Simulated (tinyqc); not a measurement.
Mesh against broadening: interband optics of a two-band s-p chain from momentum matrix elements.

H(k) = [[Es - 2 ts cos ka, 2i V sin ka], [-2i V sin ka, Ep_ + 2 tp cos ka]] in the basis s, p; the lower band is full, with two electrons a cell. The velocity operator times hbar is W = dH/dk (eV angstrom); intra-atomic dipoles are left out.

With w(k) = |<c|W|v>|^2 and D(k) = Ec - Ev, on the mesh k_j = (j + 1/2)/N (2 pi/a): eps(E) = 1 + (8 pi e2/(a Ar)) mean_j (w/D^2) [1/(D - E - i eta) + 1/(D + E + i eta)], e2 = e^2/(4 pi eps0); light polarised along the chains, no local fields.

Constants: e^2/(4 pi eps0) = 14.39964547 eV angstrom.

Parameters, chosen for this exercise: a = 2.55 angstrom (period); Es = 3.2 eV (upper orbital (s)); Ep_ = -3.11 eV (lower orbital (p)); ts = 0.52 eV (s-s hopping); tp = 0.68 eV (p-p hopping); V = 1.17 eV (s-p hopping); Ar = 7.9 angstrom^2 (cross-section per chain); E = 3.6 eV (photon energy).

eps2 at E for three widths, and eps(0) at eta = 0; the last row is the mesh of 2000 points.

Convergence:
```
N     eta = 0.03 eV  eta = 0.1 eV  eta = 0.3 eV  eps(0)
4             0.011         0.037         0.110  2.0780
8             0.188         0.621         1.686  3.7203
16            0.611         1.955         4.343  4.1090
32            0.751         2.353         4.714  4.1140
64            0.754         2.360         4.712  4.1140
128           0.754         2.360         4.712  4.1140
2000          0.754         2.360         4.712  4.1140
```

What does the comparison show, and why?

The first N from which eps2 stays within 2 % of the last row is 32 for eta = 0.03, 32 for 0.1 and 32 for 0.3 eV; for eps(0) and 0.1 % it is 32. E lies outside the range of transitions, so eps2 is only the tail of the broadening and grows with eta.

Program tinyqc; command `OMP_NUM_THREADS=1 python tinyqc.py 1680369 1680370 out.jsonl`; about 0.01 s on one thread of a shared Intel(R) Xeon(R) Processor @ 2.30GHz.
